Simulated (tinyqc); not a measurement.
Silicon n-p-n transistor, Gummel numbers and transit times: two steps of the calculation.

One-dimensional n-p-n transistor in the forward active mode at low injection. In the base p(x) = NB exp(-eta x/wb) and ni(x)^2 = ni^2 exp((g0 + g1 x/wb)/Vt); electrons leave the base at vsat; band spikes at the emitter junction and recombination inside the emitter are ignored.

Parameters, values chosen for the exercise; band and dielectric values close to those of silicon:
- T = 400 K (temperature)
- Eg = 1.12 eV (band gap)
- eps_r = 11.8 (relative permittivity)
- Nc = 4.3e19 cm^-3 (conduction-band density of states at T)
- Nv = 4.1e19 cm^-3 (valence-band density of states at T)
- vsat = 9.93e6 cm/s (saturation velocity)
- wb = 490 nm (neutral base width)
- NB = 2.1e18 cm^-3 (base doping at the emitter edge)
- eta = 0 (doping falls as exp(-eta x/wb))
- g0 = 0 eV (gap reduction at the emitter edge of the base)
- g1 = 0 eV (further gap reduction across the base (linear))
- Dn = 4.8 cm^2/s (electron diffusion coefficient in the base)
- NE = 2.4e20 cm^-3 (emitter doping)
- gE = 0.129 eV (gap reduction in the emitter (negative: wider gap))
- we = 180 nm (neutral emitter width)
- Dp = 1.1 cm^2/s (hole diffusion coefficient in the emitter)
- Se = 90000 cm/s (recombination velocity at the emitter contact)
- tb = 8e-7 s (electron lifetime in the base)
- NC = 1.1e16 cm^-3 (collector doping)
- VCB = 0.1 V (collector-base reverse bias)

Constants: q = 1.602176634e-19 C, kB = 1.380649e-23 J/K, Vt = kB T/q, eps0 = 8.8541878128e-14 F/cm where lengths are in cm. Results are converted to the units shown.

Problem 1. Base Gummel number and transit time. f(x) = p(x) ni^2/ni(x)^2; I(x) = integral from x to wb of f/Dn, plus f(wb)/vsat; base Gummel number GB = I(0); electron density per unit flux n/(J/q) = I/f; base transit time tauB = integral of I/f over the base. Trapezoid rule on 12 equal steps.

Find: x; f; I; I/f; GB; tauB.

Solution 1.

```
point  x (nm)  f (cm^-3)  I (s/cm^4)  I/f (s/cm)
0        0.00  2.1000e18   2.1649e13   1.0309e-5
1       40.83  2.1000e18   1.9863e13   9.4583e-6
2       81.67  2.1000e18   1.8076e13   8.6076e-6
3      122.50  2.1000e18   1.6290e13   7.7570e-6
4      163.33  2.1000e18   1.4503e13   6.9063e-6
5      204.17  2.1000e18   1.2717e13   6.0556e-6
6      245.00  2.1000e18   1.0930e13   5.2049e-6
7      285.83  2.1000e18   9.1438e12   4.3542e-6
8      326.67  2.1000e18   7.3573e12   3.5035e-6
9      367.50  2.1000e18   5.5709e12   2.6528e-6
10     408.33  2.1000e18   3.7844e12   1.8021e-6
11     449.17  2.1000e18   1.9979e12   9.5140e-7
12     490.00  2.1000e18   2.1148e11   1.0070e-7
```

GB = 2.1649e13 s/cm^4
tauB = 255.04 ps

Problem 2. Gain, Early voltage and collector delay. ni = sqrt(Nc Nv) exp(-Eg/(2 Vt)), Eg in volts; GE = NE exp(-gE/Vt)(we/Dp + 1/Se); JC = J0 exp(VBE/Vt), J0 = q ni^2/GB; gain limited by back injection GE/GB, by base recombination tb/tauB, together 1/beta = the sum of the inverses; collector layer one-sided, Wc = sqrt(2 eps0 eps_r (Vbc + VCB)/(q NC)), Vbc = Vt ln(p(wb) NC/ni^2), Cjc = eps0 eps_r/Wc; Early voltage VA = GB q p(wb)/(f(wb) Cjc [1/Dn - (eta + g1/Vt)/(wb vsat)]), f(wb) = p(wb) exp(-(g0 + g1)/Vt), p(wb) = NB exp(-eta); tauC = Wc/(2 vsat).

GB = 2.1648980e13 s/cm^4
tauB = 255.03871 ps

Wanted: ni; GE; J0; GE/GB; tb/tauB; beta; Wc; Cjc; VA; tauC.

Solution 2.

ni = 3.693e12 cm^-3
GE = 1.562e14 s/cm^4
J0 = 1.010e-7 A/cm^2
GE/GB = 7.217
tb/tauB = 3137
beta = 7.201
Wc = 314.2 nm
Cjc = 0.3326 fF/um^2
VA = 500.6 V
tauC = 1.582 ps

The gain is limited more by back injection into the emitter. beta VA = 3600 V.

Range of the model: Heavy doping makes emitter or base degenerate; gE and g0 are to be read as apparent gap changes that include this.

Computed by the program tinyqc: `OMP_NUM_THREADS=1 python tinyqc.py 2320098 2320099 out.jsonl`, one thread of a shared Intel Xeon 2.30GHz, about 0.01 s for the whole run.
